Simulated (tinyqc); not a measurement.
Limits against temperature: thermal and gravitational stress in a wafer during furnace and rapid thermal processing, and the onset of slip. Computed by tinyqc, a small Python program. Command: `OMP_NUM_THREADS=1 python tinyqc.py 3016954 3016955 out.jsonl slip walk`. One thread of a shared host (Intel(R) Xeon(R) Processor @ 2.30GHz), about 0.01 s of CPU time with the checks.

A thin free disc in plane stress, isotropic; T(r) = T_centre + dT (r/R)^n with n = 2. Stress is positive in tension; sigma_SB = 5.670374419e-8 W/(m^2 K^4), g = 9.80665 m/s^2.

Inputs (values chosen for the exercise, modelled on silicon): wafer radius R = 225 mm; thickness t = 925 micrometre; Young's modulus E = 148 GPa; expansion alpha = 4.44 1e-6/K; prefactor A of the critical stress = 0.00017 MPa; energy U of the critical stress = 1.02 eV; density rho = 2330 kg/m^3; heat capacity c = 929 J/(kg K); conductivity k = 24.3 W/(m K); wafer spacing s = 6.8 mm.

Constants: k_B = 8.617333262e-05 eV/K.

Method. Critical resolved stress tau_c = A exp(U/(k_B T)), a form chosen for the exercise; slip when 0.492799 |s_tt(R)| > tau_c; allowed |dT| = tau_c (n + 2)/(0.492799 n alpha E). In a stack heated from the rim, heat flows inward by conduction and by radiation between wafers: k_eff = k + (16/3) sigma_SB T^3 s^2/t (a diffusion estimate with the spacing as path length). A steady ramp gives the parabolic lag dT = rho c (ramp) R^2/(4 k_eff); the allowed ramp uses n = 2.

For the parabolic profile:
```
T (K)  tau_c (MPa)  allowed |dT| (K)  k_eff (W/(m K))  allowed ramp (K/min)
1050        13.373            82.594           41.801                7.5615
1125         6.307            38.955           45.825                3.9097
1200         3.268            20.183           50.423                2.2289
1275         1.829            11.298           55.634                1.3766
1350         1.092             6.745           61.495                0.9085
1425         0.688             4.252           68.045                0.6337
1500         0.454             2.807           75.322                0.4630
```

What follows from these numbers?

From 1050 to 1500 K the allowed difference falls 29 times and the allowed ramp 16 times; radiation, which grows as T^3, gives back a factor 1.80. Ramps must slow as the wafer gets hotter.
